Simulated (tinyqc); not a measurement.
Comparisons within one model: Penn model of the dielectric constant and Phillips ionicity. A value that a table varies takes the place of the one given here.

n = 32/a^3; Ep^2 = 8 pi c e2 n with c = hbar^2/2m0, e2 = e^2/(4 pi eps0); EF = c (3 pi^2 n)^(2/3); eps = 1 + (Ep/Eg)^2 S with S = 1 - Eg/(4 EF) + (Eg/(4 EF))^2/3, Eg the Penn gap. Core d shells are left out.

Phillips: bond length d = sqrt(3) a/4; homopolar gap Eh = 39.74 d^(-2.48) eV (d in angstrom); Eg^2 = Eh^2 + C^2; ionicity fi = C^2/Eg^2.

Constants: hbar^2/2m0 = 3.80998211 eV angstrom^2; e^2/(4 pi eps0) = 14.39964547 eV angstrom.

Parameters, chosen for this exercise (out of a larger set: near those of ZnSe; not measured data): a = 5.652 angstrom (cubic lattice constant, 32 valence electrons a cell); C0 = 5.8 eV (ionic gap, held fixed); ei = 5.98 (high-frequency dielectric constant).

## Dielectric constant under pressure

The lattice constant is scaled by the factor listed; C = C0.

Results:

| factor | Eh (eV) | Eg (eV) | Ep (eV) | eps | fi |
|---|---|---|---|---|---|
| 0.94 | 5.034 | 7.680 | 17.153 | 5.289 | 0.570 |
| 0.96 | 4.778 | 7.514 | 16.620 | 5.193 | 0.596 |
| 0.98 | 4.539 | 7.365 | 16.114 | 5.088 | 0.620 |
| 0.99 | 4.427 | 7.296 | 15.870 | 5.034 | 0.632 |
| 1.00 | 4.318 | 7.231 | 15.633 | 4.978 | 0.643 |
| 1.01 | 4.212 | 7.168 | 15.401 | 4.921 | 0.655 |
| 1.02 | 4.111 | 7.109 | 15.175 | 4.864 | 0.666 |
| 1.04 | 3.917 | 6.999 | 14.739 | 4.745 | 0.687 |

What does this show, and why?

d ln eps/d ln a = -1.13 around factor 1: eps rises under compression. Ep^2 goes as a^-3 and Eh^2 as a^-4.96; with C fixed Eg^2 goes as a^-1.77 at fi = 0.643, and leaving S aside the two powers balance at fi = 0.395. The slope is a difference of two powers and the model omits d shells and any change of C, so it is no prediction for a real crystal; eps from C0 (row 1.00) need not match a measured ei.

## What moves the Penn gap and the ionicity

Eg from ei; fi = 1 - (Eh/Eg)^2, printed even where negative. Each row changes one parameter from the base and keeps the others.

Results:

| case | Ep (eV) | Eg (eV) | Eh (eV) | fi |
|---|---|---|---|---|
| base | 15.633 | 6.516 | 4.318 | 0.561 |
| a = 5.765 angstrom | 15.175 | 6.321 | 4.111 | 0.577 |
| ei = 5.38 | 15.633 | 6.916 | 4.318 | 0.610 |

What can be read from the table?

The largest shifts from the base row, up to three for each result and ties (the steps differ in size, so this ranks the rows, not the parameters). Ep (eV): a -0.457; unchanged at the printed digits by ei. Eg (eV): ei +0.400, a -0.195. Eh (eV): a -0.207; unchanged at the printed digits by ei. fi: ei +0.049, a +0.016. With the tabulated Phillips C of about 5.6 eV, fi would be 0.63; this model leaves out the d-shell factor.

(tinyqc, `OMP_NUM_THREADS=1 python tinyqc.py 1680768 1680769 out.jsonl`, Intel(R) Xeon(R) Processor @ 2.30GHz, 1 thread, shared host, about 0.01 s.)
